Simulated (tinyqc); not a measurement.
Correction of a charged-defect supercell by a model charge and potential alignment (plane-averaged potentials). Inputs raised by 10 %, one at a time. Computed by tinyqc, a small Python program. Command: `OMP_NUM_THREADS=1 python tinyqc.py 3112603 3112604 out.jsonl align sens`. One thread of a shared host (Intel(R) Xeon(R) Processor @ 2.30GHz), about 0.02 s of CPU time with the checks.

The "true" defect charge is (1 - x) q in a Gaussian of width sigma plus x q in one of width sigma_t, so the exact answer is known; the correction sees only a single model Gaussian of width sigma_m. A Gaussian of width s has the transform rho(G) = exp(-G^2 s^2/2), normalised to 1. A uniform background cancels q, so G = 0 is left out. Potentials are those felt by a unit positive charge. E_0 is the formation energy of the isolated defect, E_cell its value in the supercell, E_lat = E_iso - E_per of the model charge, C the true less the model potential far from the defect; the exact correction is E_0 - E_cell, and the error of a scheme is E_cell plus its correction less E_0.

Inputs (values chosen for the exercise, with screening close to that of GaAs):
```
quantity                                     value      unit
defect charge q                                  3         e
dielectric constant eps                       12.5         -
edge of the cubic cell L                      17.6  angstrom
width sigma of the true defect charge          1.4  angstrom
width sigma_m of the model charge              1.1  angstrom
share x of the charge in a wide tail          0.26         -
width sigma_t of the tail                      2.7  angstrom
formation energy of the isolated defect E_0   5.47        eV
```

Constants: e^2/(4 pi eps_0) = 14.39964548 eV angstrom.

Method:
- Periodic energy E_per = (2 pi q^2/(eps L^3)) (e^2/(4 pi eps_0)) sum_(G != 0) rho(G)^2/G^2, G = (2 pi/L)(n1, n2, n3), |n_i| <= 16. Isolated energy: two Gaussians of charges q_a, q_b and widths a, b interact by q_a q_b (e^2/(4 pi eps_0 eps)) sqrt(2/pi)/sqrt(a^2 + b^2), and the self-energy is half the sum over pairs.
- Supercell value E_cell = E_0 + E_per - E_iso for the true charge.
- E_lat = E_iso - E_per for the model charge; point-charge value alpha q^2 e^2/(4 pi eps_0 eps 2 L) with alpha = 2.837297.
- Plane-averaged potential at distance z from the defect: V(z) = (4 pi q/(eps L^3)) (e^2/(4 pi eps_0 e)) sum_(m != 0) rho(G_m) cos(G_m z)/G_m^2, G_m = 2 pi m/L, |m| <= 40.
- C = difference at z = L/2; E_corr = E_cell + E_lat - q C. For charges that have died out at L/2, C = (2 pi q/(eps L^3)) (e^2/(4 pi eps_0 e)) (<s^2> - sigma_m^2), <s^2> = (1 - x) sigma^2 + x sigma_t^2.

Runs:
```
input moved                                       from     to  exact correction (eV)  E_lat (eV)  alignment C (V)  error with the point-charge term alone (meV)
base run                                             -      -                0.79571     0.82123        0.0084776                                        39.978
dielectric constant eps                           12.5  13.75                0.72338     0.74658        0.0077069                                        36.343
edge of the cubic cell L (angstrom)               17.6  19.36                0.72968     0.74886        0.0063845                                        30.036
width sigma of the true defect charge (angstrom)   1.4   1.54                0.79208     0.82123        0.0096907                                        43.617
width sigma_m of the model charge (angstrom)       1.1   1.21                0.79571     0.81820        0.0074655                                        39.978
width sigma_t of the tail (angstrom)               2.7   2.97                0.79096     0.82123        0.0099979                                        44.731
share x of the charge in a wide tail              0.26  0.286                0.79406     0.82123        0.0090266                                        41.634
```

Exponents ln(y'/y) / ln(x'/x):
```
input                                  exact correction   E_lat  alignment C  error with the point-charge term alone
dielectric constant eps                          -1.000  -1.000       -1.000                                  -1.000
edge of the cubic cell L                         -0.909  -0.968       -2.975                                  -3.000
width sigma of the true defect charge            -0.048   0.000        1.403                                   0.914
width sigma_m of the model charge                 0.000  -0.039       -1.334                                   0.000
width sigma_t of the tail                        -0.063   0.000        1.731                                   1.179
share x of the charge in a wide tail             -0.022   0.000        0.658                                   0.426
```

To which inputs is each result most sensitive?

Among the inputs moved here: exact correction answers most in size to dielectric constant eps (exponent -1.000), next to edge of the cubic cell L (-0.909); its exponent is below 0.0005 for width sigma_m of the model charge. Its exponent -1.000 in dielectric constant eps: all terms are screened alike. E_lat answers most in size to dielectric constant eps (exponent -1.000), next to edge of the cubic cell L (-0.968); its exponent is below 0.0005 for width sigma of the true defect charge, width sigma_t of the tail, share x of the charge in a wide tail. Alignment C answers most in size to edge of the cubic cell L (exponent -2.975), next to width sigma_t of the tail (+1.731). Its exponent -2.975 in edge of the cubic cell L: a second moment over the volume. Error with the point-charge term alone answers most in size to edge of the cubic cell L (exponent -3.000), next to width sigma_t of the tail (+1.179); its exponent is below 0.0005 for width sigma_m of the model charge. Its exponent -3.000 in edge of the cubic cell L: the next term after the point charge.
